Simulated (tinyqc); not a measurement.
Changing the level that defines the junction C_B: sputter depth profiling of a dopant layer: erosion rate, quantification and the mixing-roughness response. Computed by tinyqc, a small Python program. Command: `OMP_NUM_THREADS=1 python tinyqc.py 3018026 3018027 out.jsonl sims sweep`. One thread of a shared host (Intel(R) Xeon(R) Processor @ 2.30GHz), about 0.1 s of CPU time with the checks.

A rastered ion beam erodes silicon (49.94 atoms per nm^3). The measured profile is the true one convolved with a depth response.

Inputs (values chosen for the exercise, modelled on a dopant in silicon under an oxygen or caesium beam):

| quantity | value | unit |
|---|---|---|
| beam energy E | 0.74 | keV |
| beam current | 39 | nA |
| raster side | 200 | um |
| sputter yield at 1 keV | 1.2 | - |
| mixing length at 1 keV | 1.3 | nm |
| roughness sigma | 0.82 | nm |
| depth of the top edge z0 | 46 | nm |
| box width b | 1.8 | nm |
| box concentration C | 4.8e+19 | 1/cm^3 |
| relative sensitivity factor RSF | 4.3e+21 | 1/cm^3 |
| matrix count rate | 3.4e+06 | 1/s |
| background count rate | 2.9 | 1/s |
| counting time per point | 0.5 | s |

True profile: box.

Constants: e = 1.602176634e-19 C.

Method:
- Scaling chosen for the exercise: yield Y = Y1 E^0.5, mixing length w = w1 E^0.5 (E in keV).
- Erosion rate = Y I/(e x raster^2 x density); depth step = rate x counting time; concentration = RSF x counts/matrix counts; detection limit = RSF x 3 sqrt(background x time)/(matrix rate x time).
- Mixing alone turns a layer at z0 into (1/w) exp(-(z - z0 + w)/w) for z > z0 - w; roughness adds a Gaussian of width sigma. With x = z - z0 + w: g(x) = (1/(2w)) exp(sigma^2/(2 w^2) - x/w) erfc((sigma/w - x/sigma)/sqrt2), and its integral G(x) = (1/2) erfc(-x/(sigma sqrt2)) - w g(x). Measured: C [G(x) - G(x - b)].
- Find the maximum, the full width at half maximum and the deep point where the profile falls to C_B; far down, the trailing edge decays by w ln(10) per decade.

One run for each value:

| level that defines the junction C_B (1/cm^3) | apparent junction depth (nm) |
|---|---|
| 1.00e+15 | 58.787 |
| 3.00e+15 | 57.558 |
| 1.00e+16 | 56.212 |
| 3.00e+16 | 54.983 |
| 1.00e+17 | 53.637 |
| 3.00e+17 | 52.408 |
| 1.00e+18 | 51.062 |
| 3.00e+18 | 49.833 |

Describe and explain the trends.

Over the rows, apparent junction depth (nm) falls from 58.8 to 49.8 (exponent d ln y / d ln x -0.019 between the first rows and -0.022 between the last). Each decade down in C_B adds w ln(10) = 2.57 nm in the exponential tail. Left out: 1.00e19 (the peak is near the junction level, or the box is flat-topped).

Caution (rows 1.00e15, 3.00e15): C_B lies below the detection limit, so this point could not be measured.

Extremes, crossings and ranges named in words are read from the listed rows.
